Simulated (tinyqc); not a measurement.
Length offset and series resistance from crossing lines.

Problem. R_total = Rs + k (L - dL)/Vo with constant Rs, dL and k. Find k, dL and Rs.

R_total at (L, Vo) = (45, 0.37), (90, 0.37), (45, 0.97) and (90, 0.97), L in nm and Vo in V (ohm um): [398.64865, 678.37838, 244.84536, 351.54639]

Solution. At each overdrive R is a straight line in L with slope k/Vo; the two lines cross at L = dL, R = Rs.

k = 2.300 ohm um V/nm
dL = 5.000 nm
Rs = 150.0 ohm um

tinyqc, about 0.04 s, one thread, Intel Xeon 2.30GHz (shared host): `OMP_NUM_THREADS=1 python tinyqc.py 2282132 2282133 out.jsonl`
